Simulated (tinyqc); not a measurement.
# Margin needed against array size

Cells fail independently with probability Q(k) = erfc(k/sqrt(2))/2 when the margin is k standard deviations, and Y = exp(-Nb Q(k)). phi = exp(-k^2/2)/sqrt(2 pi).  k solves Y = exp(-Nb Q(k)); the estimate is sqrt(2 ln(Nb/(-ln Y))).

Inputs (values chosen for the exercise):
- Y = 0.99 (wanted yield)

Result of one run:
```
Nb	allowed Q	k	estimate
524288	1.9169e-8	5.4983	5.9615
```

What becomes of these results when the number of cells Nb is changed from 524288 to 32768, all else the same?

Result of the changed run:
```
Nb	allowed Q	k	estimate
32768	3.0671e-7	4.9869	5.4767
```

The whole series:
```
Nb	allowed Q	k	estimate
128	7.8518e-5	3.7797	4.3479
2048	4.9074e-6	4.4212	4.9446
32768	3.0671e-7	4.9869	5.4767
524288	1.9169e-8	5.4983	5.9615
8388608	1.1981e-9	5.9684	6.4098
134217728	7.4881e-11	6.4056	6.8286
2147483648	4.6801e-12	6.8160	7.2233
```

A 1.68e7-fold larger array raises k only from 3.78 to 6.82; the last factor of 16 costs 0.41 standard deviations. The estimate, which drops the factor 1/(k sqrt(2 pi)) of the tail, is 15 % above k in the first row and 6.0 % above it in the last.

Numbers from tinyqc (`OMP_NUM_THREADS=1 python tinyqc.py 2090085 2090086 out.jsonl`; about 0.01 s on one thread of a shared Intel Xeon 2.30GHz).
